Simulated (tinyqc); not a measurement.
Worked calculation: Hueckel theory of the pi electrons, for the molecule O=Cc1cc2cccccc-2c1 (SMILES; centres numbered as the heavy atoms are written). One step of it, computed by the program tinyqc.

Problem. Energy, charges, bond orders. E = sum n x; q_r = z_r - P_rr; bond order p = P_rs; free valence = sqrt(3) - sum of p over the bonds of the atom.

x values: [2.378365, 1.885508, 1.536957, 1.355674, 0.914096, 0.477260, -0.249676, -0.732805, -0.737640, -1.753291, -1.979156, -2.095294]

occupations: [2.000000, 2.000000, 2.000000, 2.000000, 2.000000, 2.000000, 0.000000, 0.000000, 0.000000, 0.000000, 0.000000, 0.000000]

charge and bond-order matrix P:
```
            1O         2C         3C         4C         5C         6C         7C         8C
1O    1.531398   0.764544  -0.110427  -0.202201   0.055002   0.106995  -0.015037  -0.098622
2C    0.764544   0.656427   0.470569   0.146776  -0.095206  -0.067030   0.023410   0.068548
3C   -0.110427   0.470569   1.060406   0.577563  -0.070462  -0.178791   0.016555   0.145441
4C   -0.202201   0.146776   0.577563   1.108343   0.625074   0.046360  -0.235038  -0.017719
5C    0.055002  -0.095206  -0.070462   0.625074   1.023607   0.568828   0.012086  -0.202201
6C    0.106995  -0.067030  -0.178791   0.046360   0.568828   0.833822   0.669175   0.164495
7C   -0.015037   0.023410   0.016555  -0.235038   0.012086   0.669175   0.986230   0.634323
8C   -0.098622   0.068548   0.145441  -0.017719  -0.202201   0.164495   0.634323   0.847764
9C   -0.015037   0.023410   0.016555   0.178278  -0.067511  -0.237053   0.026029   0.634323
10C   0.106995  -0.067030  -0.178791  -0.033237   0.155512  -0.205977  -0.237053   0.164495
11C   0.055002  -0.095206  -0.070462  -0.201557   0.397124   0.155512  -0.067511  -0.202201
12C  -0.202201   0.146776   0.577563  -0.265174  -0.201557  -0.033237   0.178278  -0.017719

            9C        10C        11C        12C
1O   -0.015037   0.106995   0.055002  -0.202201
2C    0.023410  -0.067030  -0.095206   0.146776
3C    0.016555  -0.178791  -0.070462   0.577563
4C    0.178278  -0.033237  -0.201557  -0.265174
5C   -0.067511   0.155512   0.397124  -0.201557
6C   -0.237053  -0.205977   0.155512  -0.033237
7C    0.026029  -0.237053  -0.067511   0.178278
8C    0.634323   0.164495  -0.202201  -0.017719
9C    0.986230   0.669175   0.012086  -0.235038
10C   0.669175   0.833822   0.568828   0.046360
11C   0.012086   0.568828   1.023607   0.625074
12C  -0.235038   0.046360   0.625074   1.108343
```

Centres:
```
centre  z_r, pi electrons of the neutral centre         h
1O                                            1  1.000000
2C                                            1  0.000000
3C                                            1  0.000000
4C                                            1  0.000000
5C                                            1  0.000000
6C                                            1  0.000000
7C                                            1  0.000000
8C                                            1  0.000000
9C                                            1  0.000000
10C                                           1  0.000000
11C                                           1  0.000000
12C                                           1  0.000000
```

Bonds:
```
i    j         k
1    2  1.000000
2    3         1
3    4         1
4    5         1
5    6         1
6    7         1
7    8         1
8    9         1
9   10         1
10  11         1
11  12         1
12   3         1
11   5         1
```

Give: pi energy = 12 alpha + this times beta; pi charges; Bond orders and lengths from R = 1.517 - 0.180 p; free valence of the carbons; gap between the highest filled and the next level.

Solution.

pi energy = 12 alpha + this times beta = 17.0957

pi charges: 1O -0.5314, 2C 0.3436, 3C -0.0604, 4C -0.1083, 5C -0.0236, 6C 0.1662, 7C 0.0138, 8C 0.1522, 9C 0.0138, 10C 0.1662, 11C -0.0236, 12C -0.1083

Bond orders and lengths from R = 1.517 - 0.180 p (angstrom, C-C alone):
```
bond        p       R
1-2    0.7645       -
2-3    0.4706  1.4323
3-4    0.5776  1.4130
4-5    0.6251  1.4045
5-6    0.5688  1.4146
6-7    0.6692  1.3965
7-8    0.6343  1.4028
8-9    0.6343  1.4028
9-10   0.6692  1.3965
10-11  0.5688  1.4146
11-12  0.6251  1.4045
12-3   0.5776  1.4130
11-5   0.3971  1.4455
```

free valence of the carbons: 2C 0.4969, 3C 0.1064, 4C 0.5294, 5C 0.1410, 6C 0.4940, 7C 0.4286, 8C 0.4634, 9C 0.4286, 10C 0.4940, 11C 0.1410, 12C 0.5294

gap between the highest filled and the next level = 0.7269 |beta|
